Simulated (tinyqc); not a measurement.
What a faster ramp buys: rapid thermal processing of a wafer: radiative balance, ramp and cooling, pattern effects, pyrometer error and spike budget. Computed by tinyqc, a small Python program. Command: `OMP_NUM_THREADS=1 python tinyqc.py 3112296 3112297 out.jsonl rtp walk`. One thread of a shared host (Intel(R) Xeon(R) Processor @ 2.30GHz), about 0.04 s of CPU time with the checks.

The wafer is opaque and uniform through its thickness unless said otherwise; temperatures in formulas are in kelvin (C + 273.15). sigma = 5.670374419e-12 W/(cm^2 K^4).

Inputs (values chosen for the exercise, modelled on a hot silicon wafer): wafer thickness d = 625 micrometre; heat capacity per volume C = 2 J/(cm^3 K); thermal conductivity k = 0.22 W/(cm K); emissivity eps of each face = 0.65; reflectivity of the chamber walls r = 0.42; gas heat-transfer coefficient h, both faces together = 1.2 mW/(cm^2 K); wall temperature T_w = 500 K; process temperature = 695 C; starting temperature = 550 C; ramp rate = 150 K/s; activation energy of the process E_a = 3.46 eV.

Constants: k_B = 8.617333262e-05 eV/K.

Method:
- Effective emissivity between parallel grey plates: eps_eff = 1/(1/eps + 1/(1 - r) - 1). Loss per area q(T) = 2 eps_eff sigma (T^4 - T_w^4) + h (T - T_w).
- Absorbed power during a ramp = q(T) + C d x ramp rate; thermal time constant tau = C d/(dq/dT), dq/dT = 8 eps_eff sigma T^3 + h; natural cooling rate q/(C d); front-to-back difference under one-sided heating at the end of the ramp = (absorbed power) d/(2 k).
- Cooling with the lamps off: C d dT/dt = -q(T), integrated adaptively (relative tolerance 1e-10).
- Spike anneal: linear ramp to the peak, then lamps off. Equivalent time at the peak = int exp(-(E_a/k_B)(1/T - 1/T_peak)) dt; estimate (k_B T^2/E_a)(1/ramp rate + 1/cooling rate). The ramp part uses 4000 trapezoid steps, the cooling part 4000 steps over 4 tau.

time constant tau = 6.44538 s

holding power q = 4.65208 W/cm^2

natural cooling rate = 37.2166 K/s

Against the ramp rate:
```
ramp (K/s)  ramp part (s)  cooling part (s)  total (s)  power at the peak (W/cm^2)
10                 2.2282           0.65924     2.8875                        5.90
25                 0.8913           0.65924     1.5505                        7.78
50                 0.4456           0.65924     1.1049                       10.90
100                0.2228           0.65924     0.8821                       17.15
250                0.0891           0.65924     0.7484                       35.90
500                0.0446           0.65924     0.7038                       67.15
1000               0.0223           0.65924     0.6815                      129.65
```

What follows from these numbers?

From 10 to 100 K/s the total falls by a factor 3.3, from 100 to 1000 K/s by 1.29: the cooling part, 0.659 s, is a floor, and the natural cooling rate here is 37.2 K/s.

Extremes, crossings and ranges named in words are read from the listed rows.
